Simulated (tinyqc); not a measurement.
From results back to parameters: round or elliptic silicon nanowire with anisotropic valleys (Ritz method). Five cases, with inputs chosen for the exercise.

Problem. For a circular wire every level scales as 1/R^2. The lowest level of group A was computed from a hidden radius.

Wire along x = [110] on a (001) wafer, y = [-110], z = [001]. Valley groups (w = inverse masses): A, two valleys along z: w_y = 1/mt, w_z = 1/ml, m_x = mt; B, four valleys in the wafer plane: w_y = (1/ml + 1/mt)/2, w_z = 1/mt, m_x = (ml + mt)/2.

Hard wall on the ellipse (y/a)^2 + (z/b)^2 = 1, c = hbar^2/2m0. With u = y/a, v = z/b the operator is -c [(w_y/a^2) d2/du2 + (w_z/b^2) d2/dv2] on the unit disc. Basis (1 - u^2 - v^2) u^i v^j; S, X and Y are the disc integrals of f f', (df/du)(df'/du) and (df/dv)(df'/dv), from the integral of u^p v^q = 2 Gamma((p+1)/2) Gamma((q+1)/2)/((p + q + 2) Gamma((p+q+2)/2)) for even p, q; H = c (w_y X/a^2 + w_z Y/b^2).

Converged values use 21 functions of each parity class (e or o in u, then in v).

Constants: hbar^2/2m0 = 3.80998211 eV angstrom^2.

Case 1.

Values chosen (out of a larger set: near those of a Si nanowire; not measured data): ml = 0.928 m0 (longitudinal mass); mt = 0.187 m0 (transverse mass).

level = 0.063854 eV

Case 2.

Values chosen (out of a larger set: near those of a Si nanowire; not measured data): ml = 0.913 m0 (longitudinal mass); mt = 0.193 m0 (transverse mass).

level = 0.040453 eV

Case 3.

Values chosen (out of a larger set: near those of a Si nanowire; not measured data): ml = 0.911 m0 (longitudinal mass); mt = 0.187 m0 (transverse mass).

level = 0.060366 eV

Case 4.

Values chosen (out of a larger set: near those of a Si nanowire; not measured data): ml = 0.906 m0 (longitudinal mass); mt = 0.187 m0 (transverse mass).

level = 0.051028 eV

Case 5.

Values chosen (out of a larger set: near those of a Si nanowire; not measured data): ml = 0.928 m0 (longitudinal mass); mt = 0.19 m0 (transverse mass).

level = 0.211875 eV

Find: E R^2/c; R.

Solution.

Case 1.

E R^2/c = 18.251
R = 33.0 angstrom

Solve once for R = 1 and scale. The mean inverse mass would give 2.404826^2 (1/mt + 1/ml)/2 = 18.579, 1.8 % too high.

Case 2.

E R^2/c = 17.848
R = 41.0 angstrom

Solve once for R = 1 and scale. The mean inverse mass would give 2.404826^2 (1/mt + 1/ml)/2 = 18.149, 1.7 % too high.

Case 3.

E R^2/c = 18.316
R = 34.0 angstrom

Solve once for R = 1 and scale. The mean inverse mass would give 2.404826^2 (1/mt + 1/ml)/2 = 18.637, 1.8 % too high.

Case 4.

E R^2/c = 18.335
R = 37.0 angstrom

Solve once for R = 1 and scale. The mean inverse mass would give 2.404826^2 (1/mt + 1/ml)/2 = 18.655, 1.7 % too high.

Case 5.

E R^2/c = 18.018
R = 18.0 angstrom

Solve once for R = 1 and scale. The mean inverse mass would give 2.404826^2 (1/mt + 1/ml)/2 = 18.335, 1.8 % too high.

Computed by tinyqc, one run a case: `OMP_NUM_THREADS=1 python tinyqc.py N N+1 out.jsonl` with N = 1282423, 1282456, 1282570, 1282755, 1282776; one thread of a shared Intel(R) Xeon(R) Processor @ 2.30GHz, about 0.1 s a run at most.
